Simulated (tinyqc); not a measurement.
Inside a calculation. Method: lattice vibrations of a chain. One step of it, computed by the program tinyqc.

Problem. Frequencies. omega^2 are the eigenvalues; wavenumber = 521.4708 sqrt(eigenvalue) 1/cm.

D(q) (eV/(angstrom^2 u)):
```
                     1          2          3                    4
1             0.344864  -0.047389   0.000000  -0.415914+0.195715i
2            -0.047389   0.106416  -0.055858             0.000000
3             0.000000  -0.055858   0.653527            -0.628962
4  -0.415914-0.195715i   0.000000  -0.628962             1.361702
```

Give: eigenvalues; wavenumbers; weights |e|^2 of the mass-weighted modes.

Solution.

eigenvalues: 0.0012  0.1397  0.4874  1.8382

wavenumbers (1/cm): 17.8  194.9  364.1  707.0

weights |e|^2 of the mass-weighted modes:
```
        mode 1  mode 2  mode 3  mode 4
atom 1  0.3841  0.1411  0.4058  0.0690
atom 2  0.2525  0.7445  0.0026  0.0005
atom 3  0.1933  0.0496  0.5518  0.2053
atom 4  0.1702  0.0648  0.0398  0.7252
```
